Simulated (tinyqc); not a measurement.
Worked calculation: Born-Oppenheimer dynamics on the RHF/sto-3g surface (energies and gradients from PySCF), for BeH+, spin multiplicity 1. Computed by tinyqc, a small Python program that keeps every step (integrals from PySCF). Settings: charge = 1, multiplicity = 1, basis = sto-3g, time step (fs) = 0.2, steps = 16. Command: `OMP_NUM_THREADS=1 python tinyqc.py 24042 24043 out.jsonl` (the two numbers bound the seeds that draw the settings). One thread of a shared host (Intel(R) Xeon(R) Processor @ 2.60GHz), about 0.9 s of CPU time with the checks.

positions (bohr):
```
,x,y,z
1Be,0.00000,0.00000,0.00000
2H,0.00000,0.00000,2.72499
```

The total energy should stay constant up to terms of order dt^2; the step counts as short enough if it moves by less than 2 % of the largest kinetic energy.

Trajectory:
```
time (fs),1Be-2H (angstrom),potential (hartree),kinetic (hartree),total (hartree)
0.00000,1.44200,-14.6600105,0.0000099,-14.6600006
0.20000,1.44163,-14.6600380,0.0000374,-14.6600006
0.40000,1.44040,-14.6601283,0.0001276,-14.6600007
0.60000,1.43832,-14.6602794,0.0002785,-14.6600009
0.80000,1.43541,-14.6604878,0.0004866,-14.6600012
1.00000,1.43168,-14.6607486,0.0007470,-14.6600016
1.20000,1.42714,-14.6610557,0.0010536,-14.6600021
1.40000,1.42184,-14.6614015,0.0013988,-14.6600027
1.60000,1.41580,-14.6617774,0.0017741,-14.6600033
1.80000,1.40905,-14.6621735,0.0021696,-14.6600040
2.00000,1.40165,-14.6625793,0.0025746,-14.6600047
2.20000,1.39364,-14.6629831,0.0029777,-14.6600055
2.40000,1.38507,-14.6633731,0.0033669,-14.6600063
2.60000,1.37600,-14.6637370,0.0037299,-14.6600071
2.80000,1.36650,-14.6640626,0.0040547,-14.6600078
3.00000,1.35664,-14.6643381,0.0043295,-14.6600086
3.20000,1.34649,-14.6645526,0.0045434,-14.6600092
```

Is the time step short enough?

Yes. The total energy moves within 8.7e-06 hartree, under 2 % of the largest kinetic energy.
